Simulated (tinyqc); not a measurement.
Born-von Karman spring model of a cubic crystal with one atom per cell: one step, computed by the program tinyqc.

First neighbours lie at a/2 (1,1,0) (12 of them), second at a (1,0,0) (6), with all permutations and signs; the volume per atom is Omega = a^3/4. Two shells of springs match a real metal only roughly, above all at the zone boundary.

Question. Frequencies at the zone boundary. A neighbour at R with unit vector n couples by the matrix K(R) = kL n n^T + kT (1 - n n^T), and D(q) = (1/M) sum_R K(R) [1 - cos(q.R)]. An eigenvalue lambda of D in eV/(angstrom^2 u) gives nu = 15.6333042 THz x sqrt(lambda).

Inputs (values chosen for the exercise, modelled on aluminium):
```
quantity                value           unit
atomic mass M           26.98              u
radial spring k1L        1.32  eV/angstrom^2
transverse spring k1T  -0.082  eV/angstrom^2
radial spring k2L        0.15  eV/angstrom^2
transverse spring k2T   -0.01  eV/angstrom^2
```

Lattice: fcc.

Constants: nu for 1 eV/(angstrom^2 u) = 15.6333042 THz.

Give: Frequencies (THz) at points given in 2 pi/a.

Answer.

Frequencies (THz) at points given in 2 pi/a:
```
point               nu 1   nu 2   nu 3
X (1, 0, 0)        6.238  6.238  9.472
L (0.5, 0.5, 0.5)  4.604  4.604  9.869
W (1, 0.5, 0)      6.660  7.997  7.997
K (0.75, 0.75, 0)  5.854  7.724  8.645
```
